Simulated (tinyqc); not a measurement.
From one set of inputs to another, one input at a time: Bloch-Grueneisen resistivity of a metal. Computed by tinyqc, a small Python program. Command: `OMP_NUM_THREADS=1 python tinyqc.py 3006986 3006987 out.jsonl bg ladder`. One thread of a shared host (Intel(R) Xeon(R) Processor @ 2.30GHz), about 0.01 s of CPU time with the checks.

Electrons scatter from a Debye spectrum of phonons (n = 5 for scattering within one band, n = 3 for scattering into a second, heavy band) and from static defects.

The inputs printed are set A. Set A is modelled on gold; the values taken over come from a set modelled on aluminium. Inputs not listed in the table keep their values of set A, so the rows need not describe a real material.

Inputs (values chosen for the exercise, modelled on gold):
```
quantity                      value         unit
exponent n                        5            -
Debye temperature Theta         178            K
transport coupling lambda_tr   0.15            -
Drude plasma energy hbar w_p    8.6           eV
residual resistivity rho_0     0.12  microohm cm
temperature T                    20            K
```

Addition: none.

Constants: k_B = 1.380649e-23 J/K; hbar = 1.054571817e-34 J s; eps_0 = 8.8541878128e-12 F/m; hbar = 6.582119569e-16 eV s; k_B = 8.617333262e-05 eV/K.

Method:
- J_n(y) = int_0^y x^n e^x/(e^x - 1)^2 dx, by 96 Gauss-Legendre points (upper limit at most 60).
- rho_ph = (n - 1) rho_1 (T/Theta)^n J_n(Theta/T), with rho_1 = 2 pi lambda_tr k_B Theta/(hbar eps_0 w_p^2), the high-temperature line at T = Theta.
- Matthiessen's rule: rho = rho_0 + rho_ph.
- Temperature coefficient (1/rho) d rho/dT by a central difference of +/- 0.5 K; residual ratio rho(295 K)/rho(4.2 K); scattering time tau = 1/(eps_0 w_p^2 rho); Wiedemann-Franz kappa = L_0 T/rho, L_0 = (pi^2/3)(k_B/e)^2.

Each row keeps all changes above it:
```
input moved                               from     to  resistivity rho (microohm cm)  temperature coefficient (1e-3/K)  residual resistance ratio
set A                                        -      -                        0.13143                            19.059                     20.667
Drude plasma energy hbar w_p (eV)          8.6     13                        0.12500                             8.770                      9.607
Debye temperature Theta (K)                178    409                        0.12020                             0.423                      8.908
residual resistivity rho_0 (microohm cm)  0.12  0.064                        0.06420                             0.793                     15.828
transport coupling lambda_tr              0.15   0.42                        0.06457                             2.207                     42.518
temperature T (K)                           20    120                        0.73451                            15.634                     42.518
```

Which inputs carry the difference?

Resistivity rho goes from 0.131 to 0.735, a factor 5.59 in all. The largest single move comes from temperature T (a factor 11.4), and residual resistivity rho_0 works against it (a factor 0.534). Temperature coefficient goes from 19.1 to 15.6, a factor 0.820 in all. The largest single move comes from Debye temperature Theta (a factor 0.0483), and temperature T works against it (a factor 7.08). Residual resistance ratio goes from 20.7 to 42.5, a factor 2.06 in all. The largest single move comes from transport coupling lambda_tr (a factor 2.69), and Drude plasma energy hbar w_p works against it (a factor 0.465). The single moves hold for this order of the switches; the total does not depend on the order.

Caution (rows temperature T): below about Theta/2 small-angle phonon scattering degrades heat flow more than charge flow, so a thermal conductivity taken from rho by the Wiedemann-Franz law would be too high.

Extremes, crossings and ranges named in words are read from the listed rows.
